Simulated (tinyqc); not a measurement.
Hydrogenic impurity: series, fields, screening, photoionisation and donor-acceptor pairs: one step, computed by the program tinyqc.

One isotropic, parabolic band. Effective units: Ry* and a*, in which H = -nabla^2 - 2/r.

Task: A donor-acceptor pair. No-phonon line h nu(r) = E_g - Ry* - E_A + e^2/(4 pi eps_0 eps r); rate W(r) = W_0 exp(-2 r/a*), the donor being the shallower centre; lifetime 1/W; zero field.

Inputs (values chosen for the exercise, for a model semiconductor):
```
quantity                   value      unit
dielectric constant eps     13.4         -
gap E_g                    0.822        eV
acceptor depth E_A            33       meV
pair distance r              166  angstrom
rate prefactor W_0       6.3e+07       1/s
```

Parts treated: electric field and pairs.

Ry* = 16.51838 meV

a* = 32.52741 angstrom

Constants: e^2/(4 pi eps_0) = 14.39964548 eV angstrom.

Give: Coulomb term; photon energy; rate W; lifetime.

Result:

Coulomb term = 6.4735 meV

photon energy = 0.77896 eV

rate W = 2325.9 1/s

lifetime = 4.2994e-04 s

Caution: the acceptor is not much deeper than the donor, so its radius should enter the rate as well.
